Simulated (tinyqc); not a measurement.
As the film thickens, and with more bath resistance: electroplating on a thin resistive seed layer: kinetics, Wagner number and the terminal effect across a wafer. Computed by tinyqc, a small Python program. Command: `OMP_NUM_THREADS=1 python tinyqc.py 3120267 3120268 out.jsonl terminal walk`. One thread of a shared host (Intel(R) Xeon(R) Processor @ 2.30GHz), about 0.02 s of CPU time with the checks.

Current enters the seed at the rim. The bath is treated as a local resistance per area (no lateral flow in the liquid), two electrons per ion, molar volume 7.11 cm^3/mol, Faraday constant F = e N_A, kinematic viscosity 0.01 cm^2/s, omega = 2 pi x rpm/60; k_B T/e is in volts.

Inputs (values chosen for the exercise, of the order of those for copper plating on a thin cobalt or ruthenium seed): wafer radius R = 10 cm; seed thickness t = 170 nm; seed resistivity = 24 microohm cm; bath conductivity kappa = 0.035 S/cm; gap to the anode h = 12 cm; extra resistance of a porous plate = 0 ohm cm^2; exchange current density i_0 = 0.048 mA/cm^2; cathodic transfer coefficient alpha = 0.71; mean current density = 15 mA/cm^2; diffusivity of the metal ion = 5.9e-06 cm^2/s; metal ion concentration = 0.35 mol/L; rotation rate = 200 rpm; temperature T = 298 K.

Constants: e = 1.602176634e-19 C; N_A = 6.02214076e+23 1/mol; k_B = 8.617333262e-05 eV/K.

Method:
- Growth rate = i V_m/(2 F). Levich limit i_L = 0.62 x 2 F D^(2/3) omega^(1/2) nu^(-1/6) c. Tafel overpotential eta = (k_B T/(alpha e)) ln(i/i_0); kinetic resistance k_B T/(alpha e i); bath resistance h/kappa + plate; R_s = resistivity/t; Wagner number = kinetic resistance x kappa/R.
- Full model: seed potential phi(r) with (1/r)(r phi')' = R_s i, where i solves phi = R_b i + (k_B T/(alpha e)) ln(i/i_0) (phi being the driving voltage left at r); phi'(0) = 0 and phi'(R) = R_s i_mean R/2. Solved by collocation to a tolerance of 1e-7.
- The film is taken as uniform, with the seed resistivity; the last column adds 100 ohm cm^2 to R_b. Extra power of that plate = i^2 x 100 ohm cm^2 x area.

sheet resistance R_s = 1.41176 ohm/square

bath resistance R_b = 342.857 ohm cm^2

Edge over centre:
```
thickness (nm)  R_s (ohm/square)  as given  with 100 ohm cm^2 more
170                       1.4118    1.1049                  1.0808
255                       0.9412    1.0693                  1.0535
340                       0.7059    1.0518                  1.0400
510                       0.4706    1.0344                  1.0266
850                       0.2824    1.0205                  1.0159
1700                      0.1412    1.0102                  1.0079
3400                      0.0706    1.0051                  1.0040
```

extra power = 7.0686 W

What follows from these numbers?

The ratio falls below 1.1 from 255 nm on as given, and from 170 nm on with the added resistance: what counts is R_s R^2 against the sum of kinetic and bath resistance.
